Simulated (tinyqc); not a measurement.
Inside a calculation. Method: plane-wave Kohn-Sham cycle with exchange-only LDA in a layered model solid. Computed by tinyqc, a small Python program that keeps every step. Settings: points = 16, plane-wave index or count = 2, electrons = 2, k points = 1, area = 10.0, mixing = 0.3, iteration cap = 51, Pulay depth = 5. Command: `OMP_NUM_THREADS=1 python tinyqc.py 26674 26675 out.jsonl` (the two numbers bound the seeds that draw the settings). One thread of a shared host (Intel(R) Xeon(R) Processor @ 2.60GHz), about 0.02 s of CPU time with the checks. Later iterations appear only in the table of the cycle.

## Iteration 1: potential

A solid whose potential varies along x alone (atomic units):
```
parameter                      value
period a                   17.800000
cross-section of the cell  10.000000
electrons per cell                 2
grid points                       16
plane waves -n..n, n               2
k points                           1
V1 in V1 cos(2 pi x/a)     -0.120000
```

density at the start, on the grid x_j = j a/N (e/bohr^3): 0.01123596  0.01123596  0.01123596  0.01123596  0.01123596  0.01123596  0.01123596  0.01123596  0.01123596  0.01123596  0.01123596  0.01123596  0.01123596  0.01123596  0.01123596  0.01123596

V_H(G) = 4 pi rho(G)/G^2 for G != 0 (uniform background); v_x = -(3 rho/pi)^(1/3); V = V_ext + V_H + v_x; Fourier components f(G_m) = (1/N) sum_j f(x_j) exp(-i G_m x_j).

Potentials on the grid (hartree):
```
x              V_ext       V_H        v_x          V
0.000000   -0.120000  0.000000  -0.220560  -0.340560
1.112500   -0.110866  0.000000  -0.220560  -0.331426
2.225000   -0.084853  0.000000  -0.220560  -0.305413
3.337500   -0.045922  0.000000  -0.220560  -0.266482
4.450000           0  0.000000  -0.220560  -0.220560
5.562500    0.045922  0.000000  -0.220560  -0.174638
6.675000    0.084853  0.000000  -0.220560  -0.135707
7.787500    0.110866  0.000000  -0.220560  -0.109695
8.900000    0.120000  0.000000  -0.220560  -0.100560
10.012500   0.110866  0.000000  -0.220560  -0.109695
11.125000   0.084853  0.000000  -0.220560  -0.135707
12.237500   0.045922  0.000000  -0.220560  -0.174638
13.350000          0  0.000000  -0.220560  -0.220560
14.462500  -0.045922  0.000000  -0.220560  -0.266482
15.575000  -0.084853  0.000000  -0.220560  -0.305413
16.687500  -0.110866  0.000000  -0.220560  -0.331426
```

V(G_m), m = 0, 1, 2, ... (hartree): -0.220560  -0.060000  0.000000  0.000000  0.000000

## Iteration 1: Hamiltonian at one k

k = 0.000000 2 pi / a

H(m,m') = (k + G_m)^2/2 delta + V(G_m - G_m'), with V(-G) = V(G).

H (hartree), lower triangle:
```
           -2         -1         +0         +1        +2
-2   0.028641
-1  -0.060000  -0.158260
+0   0.000000  -0.060000  -0.220560
+1   0.000000   0.000000  -0.060000  -0.158260
+2   0.000000   0.000000   0.000000  -0.060000  0.028641
```

## Iteration 1: levels at that k

Diagonalise the Hermitian matrix.

eigenvalues (hartree): -0.283742  -0.175863  -0.115063  0.046244  0.048625

## Iteration 1: new density

Motion across x is left out: the lowest 1 band(s) hold two electrons at each of the k points (j + 1/2)/nk - 1/2. Residual R = rho(out) - rho(in); rho(new) = rho(in) + 0.3 R. rho(out) = 2/(a A nk) sum |psi|^2 with psi = sum c exp(i G x). Harris energy E = band energy - dV sum rho (V_H/2 + v_x) + (3/4) dV sum rho v_x with rho(in), dV = a A/N, band energy = (2/nk) sum of the filled levels.

rho(out) (e/bohr^3): 0.03628799  0.03194078  0.02171468  0.01132592  0.00454033  0.00147058  0.00046537  0.00020655  0.00015889  0.00020655  0.00046537  0.00147058  0.00454033  0.01132592  0.02171468  0.03194078

density after iteration 1 (e/bohr^3): 0.01875156  0.01744740  0.01437957  0.01126294  0.00922727  0.00830634  0.00800478  0.00792713  0.00791283  0.00792713  0.00800478  0.00830634  0.00922727  0.01126294  0.01437957  0.01744740

energy per cell = -0.45720328 hartree

## Iteration 2: potential

As before.

Potentials on the grid (hartree):
```
x              V_ext        V_H        v_x          V
0.000000   -0.120000   0.557720  -0.261619   0.176101
1.112500   -0.110866   0.501029  -0.255408   0.134756
2.225000   -0.084853   0.350080  -0.239463   0.025764
3.337500   -0.045922   0.150254  -0.220737  -0.116404
4.450000           0  -0.051474  -0.206545  -0.258019
5.562500    0.045922  -0.223439  -0.199431  -0.376949
6.675000    0.084853  -0.350632  -0.196988  -0.462767
7.787500    0.110866  -0.427844  -0.196349  -0.513328
8.900000    0.120000  -0.453669  -0.196231  -0.529901
10.012500   0.110866  -0.427844  -0.196349  -0.513328
11.125000   0.084853  -0.350632  -0.196988  -0.462767
12.237500   0.045922  -0.223439  -0.199431  -0.376949
13.350000          0  -0.051474  -0.206545  -0.258019
14.462500  -0.045922   0.150254  -0.220737  -0.116404
15.575000  -0.084853   0.350080  -0.239463   0.025764
16.687500  -0.110866   0.501029  -0.255408   0.134756
```

V(G_m), m = 0, 1, 2, ... (hartree): -0.217981  0.174613  0.020285  0.001857  0.000261

## Iteration 2: Hamiltonian at one k

k = 0.000000 2 pi / a

As before.

H (hartree), lower triangle:
```
          -2         -1         +0         +1        +2
-2  0.031220
-1  0.174613  -0.155681
+0  0.020285   0.174613  -0.217981
+1  0.001857   0.020285   0.174613  -0.155681
+2  0.000261   0.001857   0.020285   0.174613  0.031220
```

## Iteration 2: levels at that k

As before.

eigenvalues (hartree): -0.446660  -0.273871  -0.088345  0.128865  0.213110

## Iteration 2: new density

B (overlaps of the stored error matrices):
```
                1               2
1   2.5830037e-03  -2.7049699e-03
2  -2.7049699e-03   4.9382575e-03
```

Motion across x is left out: the lowest 1 band(s) hold two electrons at each of the k points (j + 1/2)/nk - 1/2. Residual R = rho(out) - rho(in); rho(new) = rho(in) + 0.3 R; Pulay mixing then takes sum c_i of the stored mixed densities, with c from B_ij = sum R_i R_j as in DIIS. rho(out) = 2/(a A nk) sum |psi|^2 with psi = sum c exp(i G x). Harris energy E = band energy - dV sum rho (V_H/2 + v_x) + (3/4) dV sum rho v_x with rho(in), dV = a A/N, band energy = (2/nk) sum of the filled levels.

rho(out) (e/bohr^3): 0.00001904  0.00000885  0.00000884  0.00019331  0.00190536  0.00839750  0.02149344  0.03634416  0.04305334  0.03634416  0.02149344  0.00839750  0.00190536  0.00019331  0.00000884  0.00000885

DIIS coefficients: 0.591069  0.408931

density after iteration 2 (e/bohr^3): 0.01645347  0.01530805  0.01261658  0.00990493  0.00832902  0.00831752  0.00965956  0.01141332  0.01222385  0.01141332  0.00965956  0.00831752  0.00832902  0.00990493  0.01261658  0.01530805

energy per cell = -0.89574067 hartree

## Convergence

Stop when sqrt(dV sum R^2) is below 1e-8, dV = a A/N.

Course of the cycle:
```
iteration  E (hartree)  norm of the residual
1          -0.45720328              1.70e-01
2          -0.89574067              2.34e-01
3          -0.41329713              1.28e-01
4          -0.34938637              5.84e-02
5          -0.34799058              5.99e-02
6          -0.37611287              9.84e-02
7          -1.85342717              4.07e-01
8          -1.58171676              3.91e-01
9          -1.56053909              3.46e-01
10         -0.33851031              2.30e-02
11         -0.37451744              1.36e-01
...                ...                   ...
24         -0.33744073              1.59e-04
25         -0.33744070              8.66e-05
26         -0.33744072              1.32e-04
27         -0.33744069              2.43e-05
28         -0.33744069              1.15e-05
29         -0.33744069              8.20e-07
30         -0.33744069              2.56e-07
31         -0.33744069              5.24e-07
32         -0.33744069              5.88e-08
33         -0.33744069              2.80e-08
34         -0.33744069              3.03e-09
```

Converged in 34 iterations. Before convergence this energy mixes input and output and is not variational, so it may rise towards its limit.
